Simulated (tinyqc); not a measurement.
Phase-change memory cell, resistance drift and retention: two steps of the calculation.

The amorphous state follows Ra = R0 (t/t0)^nu exp[(q Ec/kB)(1/T - 1/(300 K))], with nu taken as independent of T. An intermediate level follows the logarithmic mixing rule ln R = (1 - fa) ln Rc + fa ln Ra with constant Rc. The time to lose the data by crystallisation is tr = tx exp[(q Ex/kB)(1/T - 1/Tx)]; 1 year = 3.15576e7 s. These are empirical laws.

Values chosen for this exercise; values of the order found in chalcogenide phase-change cells: resistance of the amorphous state at t0 and 300 K R0 = 1.2 Mohm; reference time t0 = 0.1 s; drift exponent nu = 0.05; activation energy of conduction Ec = 0.27 eV; activation energy of crystallisation Ex = 2.7 eV; temperature of a bake Tx = 473 K; time to crystallise in that bake tx = 36 s; operating temperature T = 328 K; time of the read t = 1e6 s; amorphous share of an intermediate level fa = 0.67; resistance of the crystalline state Rc = 22 kohm.

Constants: q = 1.602176634e-19 C, kB = 1.380649e-23 J/K. Results are converted to the units shown.

Problem 1. Resistances at the read. Ra and the intermediate level as above; its effective drift exponent is fa nu.

Give: drift factor; temperature factor; Ra; intermediate level; effective exponent.

Solution 1.

drift factor = 2.2387
temperature factor = 0.41001
Ra = 1.1015 Mohm
intermediate level = 0.30278 Mohm
effective exponent = 0.033500

Problem 2. Retention. tr at T; the ten-year temperature solves tr = 10 years: 1/T10 = 1/Tx + (kB/(q Ex)) ln(10 years/tx).

Give: tr; T10; loss of tr per kelvin, q Ex/(kB T^2).

Solution 2.

tr = 5.955e6 years
T10 = 381.0 K
loss of tr per kelvin, q Ex/(kB T^2) = 29.12 %/K

T lies 53.0 K below T10, so ten years are met.

Program tinyqc, `OMP_NUM_THREADS=1 python tinyqc.py 2880138 2880139 out.jsonl`; Intel Xeon 2.30GHz, shared host, one thread, about 0.01 s.
